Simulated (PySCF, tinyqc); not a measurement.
Worked calculation: CISD on RHF in the sto-3g basis, for H3-, spin multiplicity 1. The basis has no diffuse functions, so it cannot describe the extra electron: this is an exercise in the method, not the real anion. The lowest restricted solution is unstable here: a spin-polarised one lies 0.1497 hartree lower (PySCF). One step of it, computed by the program tinyqc.

Question. CISD: roots. Diagonalise (each vector has its largest component positive (the first on a tie)); all determinants have Ms = 0, so triplets appear too. The lowest singlet root is the correlation energy.

Occupation strings over the orbitals (2 doubly, a alpha, b beta, 0 empty; spin orbitals ordered 1a 1b 2a 2b ...): 220 2ab a2b 2ba b2a 202 ab2 ba2 022

H - E(HF) between determinants (hartree):
```
           220        2ab        a2b        2ba        b2a        202        ab2        ba2
220   0.000000   0.000000   0.000000   0.000000   0.000000   0.033107   0.077342  -0.077342
2ab   0.000000  -0.158280   0.004310  -0.033107   0.077342   0.000000   0.000000   0.000000
a2b   0.000000   0.004310   0.312761   0.077342  -0.199060   0.000000   0.000000   0.000000
2ba   0.000000  -0.033107   0.077342  -0.158280   0.004310   0.000000   0.000000   0.000000
b2a   0.000000   0.077342  -0.199060   0.004310   0.312761   0.000000   0.000000   0.000000
202   0.033107   0.000000   0.000000   0.000000   0.000000   0.275011  -0.204843   0.204843
ab2   0.077342   0.000000   0.000000   0.000000   0.000000  -0.204843   0.249466  -0.072894
ba2  -0.077342   0.000000   0.000000   0.000000   0.000000   0.204843  -0.072894   0.249466
022   0.199060   0.000000   0.000000   0.000000   0.000000   0.072894  -0.035433   0.035433

           022
220   0.199060
2ab   0.000000
a2b   0.000000
2ba   0.000000
b2a   0.000000
202   0.072894
ab2  -0.035433
ba2   0.035433
022   0.658759
```

Give: lowest roots of this matrix, relative to E(HF); lowest vectors; <S^2> of these roots; weight of the ground state by excitation level 0, 1, 2, ....

Answer.

lowest roots of this matrix, relative to E(HF) (hartree): [-0.2119, -0.1334, -0.1251, 0.0646, 0.1342, 0.1766, 0.5201, 0.5697]

lowest vectors, order 220, 2ab, a2b, 2ba, b2a, 202, ab2, ba2, 022:
$$\begin{pmatrix}
0.0000 & 0.0000 & 0.7986 & 0.5161 \\
0.6859 & 0.7026 & 0.0000 & 0.0000 \\
-0.1720 & 0.0795 & 0.0000 & 0.0000 \\
0.6859 & -0.7026 & 0.0000 & 0.0000 \\
-0.1720 & -0.0795 & 0.0000 & 0.0000 \\
0.0000 & 0.0000 & -0.3525 & 0.6686 \\
0.0000 & 0.0000 & -0.3151 & 0.3471 \\
0.0000 & 0.0000 & 0.3151 & -0.3471 \\
0.0000 & 0.0000 & -0.1985 & -0.2135
\end{pmatrix}$$

<S^2> of these roots: [2.0000, 0.0000, 0.0000, 0.0000, 2.0000, 2.0000, 0.0000, 0.0000]

weight of the ground state by excitation level 0, 1, 2, ...: [0.0000, 1.0000, 0.0000]

With one virtual orbital singles and doubles already span the full space. The lowest root is not a singlet, so the reference has no weight in it by spin; the weights shown are those of that root. A root of higher spin lies below E(HF).
